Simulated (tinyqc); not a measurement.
# p-type polysilicon, carrier trapping at grain boundaries: effects of single changes

One-dimensional grains of size Lg, uniform ionised doping N, monovalent traps Qt at each boundary at a depth Et below (for electrons) or above (for holes) the band edge there, abrupt depletion of width W on each side of a boundary, Boltzmann statistics. xi is the distance from the band edge at the grain centre to the Fermi level. Trapped charge Qt/(1 + exp((xi + VB - Et)/Vt)) = 2 N W, barrier VB = q N W^2/(2 eps0 eps_r).

Values chosen for this exercise; values of the order met in polycrystalline silicon:
- T = 250 K (temperature)
- eps_r = 11.7 (relative permittivity)
- NB = 2.02e19 cm^-3 (valence-band density of states at T)
- Lg = 59 nm (grain size)
- Qt = 3.9e12 cm^-2 (trap density of a grain boundary)
- Et = 0.45 eV (depth of the trap level from the majority band edge at the boundary)
- ms = 0.49 m0 (mass for thermionic emission)
- fe = 1 (correction factor of the emission rate)
- mug = 55 cm^2/(V s) (mobility inside the grains)
- N = 1.9e17 cm^-3 (doping)

Constants: q = 1.602176634e-19 C, kB = 1.380649e-23 J/K, m0 = 9.1093837015e-31 kg, Vt = kB T/q, eps0 = 8.8541878128e-14 F/cm where lengths are in cm. Results are converted to the units shown.

Each table varies one quantity; the others keep the values above.

## Effect of the doping

If the trap equation with xi = Vt ln(NB/N) has a root W < Lg/2, the grain is partly depleted; otherwise W = Lg/2 and the trap equation gives xi = Et - VB + Vt ln(Qt/(N Lg) - 1). N* = Qt/Lg. n0 = NB exp(-xi/Vt); mean density n0 (1 - 2 W/Lg) by charge balance in a partly depleted grain, and n0 (sqrt(pi)/2) erf(u)/u with u = sqrt(VB/Vt) in a fully depleted one; v = sqrt(kB T/(2 pi ms m0)); barrier resistivity Vt exp(VB/Vt)/(q fe n0 v Lg); grain resistivity (1 - 2 W/Lg)/(q n0 mug); effective mobility 1/(q mean density total resistivity). Rows with xi above 0.45 V, towards mid-gap, are left out, since the other carrier type is ignored.

Effect of the doping:

| N (cm^-3) | N/N* | depleted share 2 W/Lg | VB (V) | xi (V) | mean density (cm^-3) | resistivity (ohm cm) | effective mobility (cm^2/(V s)) |
|---|---|---|---|---|---|---|---|
| 1.1e17 | 0.1664 | 1.000 | 0.07403 | 0.4107 | 5.035e10 | 1.900e6 | 65.26 |
| 1.9e17 | 0.2874 | 1.000 | 0.1279 | 0.3417 | 9.498e11 | 9.402e5 | 6.989 |
| 3.4e17 | 0.5144 | 1.000 | 0.2288 | 0.2200 | 2.022e14 | 3.581e5 | 0.08622 |
| 6e17 | 0.9077 | 0.9172 | 0.3397 | 0.07576 | 4.967e16 | 7.628e4 | 0.001647 |
| 1.1e18 | 1.664 | 0.5988 | 0.2655 | 0.06270 | 4.413e17 | 1326 | 0.01066 |
| 1.9e18 | 2.874 | 0.3479 | 0.1548 | 0.05092 | 1.239e18 | 4.544 | 1.109 |
| 3.4e18 | 5.144 | 0.1944 | 0.08648 | 0.03839 | 2.739e18 | 0.1327 | 17.17 |
| 6.1e18 | 9.228 | 0.1084 | 0.04820 | 0.02580 | 5.439e18 | 0.02657 | 43.19 |

As N goes from 1.1e17 to 6.1e18, VB goes from 0.0740 through a maximum of 0.340 (at N = 6e17 among the rows listed) to 0.0482 V, the resistivity falls from 1.90e6 to 0.0266 ohm cm and the effective mobility goes from 65.3 through a minimum of 0.00165 (at N = 6e17 among the rows listed) to 43.2 cm^2/(V s). The steepest fall of the resistivity among the rows, as N^(-10.4), lies between N = 1.1e18 and 1.9e18 cm^-3; N* = 6.61e17 cm^-3. While the grain is fully depleted VB grows as N; once the traps are full it falls as 1/N. For N = 1.9e18, 3.4e18, 6.1e18 xi is under 2.5 Vt, where Boltzmann statistics begin to fail. For N = 6e17 the grain is near the changeover between partial and full depletion, within a few Debye lengths, where both limits are rough. For N = 1.1e17 the effective mobility exceeds mug, since drift through the depleted part of the grain is left out.

## Effect of the trap density of a grain boundary

Same model as above.

N* = Qt/Lg.

Effect of the trap density of a grain boundary:

| Qt (cm^-2) | N/N* | depleted share 2 W/Lg | VB (V) | xi (V) | mean density (cm^-3) | resistivity (ohm cm) | effective mobility (cm^2/(V s)) |
|---|---|---|---|---|---|---|---|
| 2e11 | 5.605 | 0.1784 | 0.004070 | 0.1005 | 1.561e17 | 0.5320 | 75.16 |
| 3.4e11 | 3.297 | 0.3033 | 0.01176 | 0.1005 | 1.324e17 | 0.4751 | 99.23 |
| 5.7e11 | 1.967 | 0.5085 | 0.03306 | 0.1005 | 9.339e16 | 0.4522 | 147.8 |
| 9.7e11 | 1.156 | 0.8653 | 0.09573 | 0.1005 | 2.559e16 | 2.990 | 81.56 |
| 1.6e12 | 0.7006 | 1.000 | 0.1279 | 0.3038 | 5.511e12 | 1.621e5 | 6.989 |
| 2.8e12 | 0.4004 | 1.000 | 0.1279 | 0.3308 | 1.572e12 | 5.680e5 | 6.989 |
| 4.7e12 | 0.2385 | 1.000 | 0.1279 | 0.3471 | 7.375e11 | 1.211e6 | 6.989 |
| 8e12 | 0.1401 | 1.000 | 0.1279 | 0.3612 | 3.837e11 | 2.327e6 | 6.989 |

Read the table: what changes, and by how much?

As Qt goes from 2e11 to 8e12, VB rises from 0.00407 to 0.128 V, the resistivity goes from 0.532 through a minimum of 0.452 (at Qt = 5.7e11 among the rows listed) to 2.33e6 ohm cm and the effective mobility goes from 75.2 through a maximum of 148 (at Qt = 5.7e11 among the rows listed) to 6.99 cm^2/(V s). For Qt = 2e11, 3.4e11 VB is below Vt, where abrupt depletion and thermionic emission are rough. For Qt = 9.7e11 the grain is near the changeover between partial and full depletion, within a few Debye lengths, where both limits are rough. For Qt = 2e11, 3.4e11, 5.7e11, 9.7e11 the effective mobility exceeds mug, since drift through the depleted part of the grain is left out.

Program tinyqc, `OMP_NUM_THREADS=1 python tinyqc.py 2830032 2830033 out.jsonl`; Intel Xeon 2.30GHz, shared host, one thread, about 0.01 s.
